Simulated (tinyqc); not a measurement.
Worked calculation: nanosheet or nanowire with hard walls, valleys of the Si type. Values are carried at full precision from step to step, so a last printed digit may differ when a step is redone from the rounded ones.

Six ellipsoidal valleys along the cube axes: inverse mass tensor w = 1/mt + (1/ml - 1/mt) a a^T with a the unit axis. Device axes: x along the channel, z = [001], y = z x x.

Constants: hbar^2/2m0 = 3.80998211 eV angstrom^2; hbar = 6.58211957e-16 eV s; e^2/h = 3.874045865e-05 S; kB = 8.617333262e-05 eV/K.

Inputs chosen for the exercise (near those of Si; shifted at random, so the results belong to these values and not to a real crystal): ml = 0.922 m0 (longitudinal mass); mt = 0.194 m0 (transverse mass); channel = 100 (transport direction x on a (001) wafer); W = 215 angstrom (width, along y); H = 36 angstrom (height, along z = [001]); dE = 0.09 eV (EF above the lowest subband edge); T = 300 K (temperature); g_all = 6 (number of valleys).

## Valley masses for a [100] channel

Rotate w into the device axes and group equal valleys (|w_yz| counts); order by w_zz, then w_yy. 1/m_x = w_xx - w_xc w_c^-1 w_cx with c the block (y, z).

Valleys:
```
group  valleys g    w_yy    w_zz  |w_yz|  m_x (m0)
A              2  5.1546  1.0846  0.0000    0.1940
B              2  1.0846  5.1546  0.0000    0.1940
C              2  5.1546  5.1546  0.0000    0.9220
```

The lightest transport mass, 0.194 m0, belongs to groups A and B.

## One-dimensional subbands

Hard walls around a W x H rectangle. The block w_c of w in (y, z) confines; the transport mass follows from 1/m_x = w_xx - w_xc w_c^-1 w_cx. The cross-section problem c (w_yy ky^2 + 2 w_yz ky kz + w_zz kz^2), c = hbar^2/2m0, is solved in products sin(n pi y/W) sin(l pi z/H), n, l = 1 to 12; if w_yz = 0 the levels are c pi^2 (w_yy n^2/W^2 + w_zz l^2/H^2). The w_yz term couples (n, l) to (n', l') by -2 c w_yz D_nn'(W) D_ll'(H) with D_nm(L) = 4 n m/(L (n^2 - m^2)) for n + m odd and 0 otherwise.

The ten lowest levels of all groups together, numbered within each group.

Subbands:
```
label  valleys g  m_x (m0)  E (eV)
A1             2    0.1940  0.0357
A2             2    0.1940  0.0482
A3             2    0.1940  0.0692
A4             2    0.1940  0.0986
A5             2    0.1940  0.1301
A6             2    0.1940  0.1363
A7             2    0.1940  0.1426
B1             2    0.1940  0.1504
B2             2    0.1940  0.1531
C1             2    0.9220  0.1538
```

The lowest subband is A1; the number of further ones in the list within kB T = 25.9 meV of it at 300 K is 1.

## Modes, density and velocity at zero temperature

With EF = E_lowest + dE, each subband below EF has k_F = sqrt(m_x (EF - E)/c), carries n = 2 g k_F/pi electrons per length (spin included), moves at v = 2 c k_F/(hbar m_x) and adds 2 g e^2/h to the ballistic conductance; c = hbar^2/2m0, 1 angstrom/s = 1e-8 cm/s.

Occupied subbands:
```
label  k_F (1/angstrom)  n (1/nm)  v (1e7 cm/s)
A1               0.0677     0.862          4.04
A2               0.0628     0.799          3.75
A3               0.0536     0.683          3.20
A4               0.0371     0.473          2.22
```

total n = 2.817 1/nm
ballistic conductance = 619.8 microsiemens

EF lies below the last listed level, so the count is complete for these valleys (other families, and non-parabolicity above about 0.2 eV, are left out): 4 subbands with 8 valley modes. The Fermi velocity, averaged with the densities as weights, is 3.45 x 1e7 cm/s; the mean over all filled states moving one way is half of it.

## Threshold shift from confinement

Without degeneracy the line density is N1 exp((EF - Ec)/kB T) with N1 = sum 2 g sqrt(m_x kB T/(4 pi c)) exp(-E/kB T), here over n, l up to 80 where w_yz = 0 and over all levels of a 12 x 12 sine basis otherwise; the classical value is W H Nc with Nc = 2 g_all (m_dos kB T/(4 pi c))^(3/2), m_dos = (ml mt^2)^(1/3); dVt = kB T ln(W H Nc/N1).

Form N1, W H Nc and dVt.

N1 = 0.2215 1/nm
W H Nc = 2.171 1/nm
dVt = 59.0 mV

## Checks

- Lowest level of group A on a 40 x 40 difference grid against the sine basis, eV: both 0.036.

(tinyqc, `OMP_NUM_THREADS=1 python tinyqc.py 1252077 1252078 out.jsonl`, Intel(R) Xeon(R) Processor @ 2.30GHz, 1 thread, shared host, about 0.03 s.)
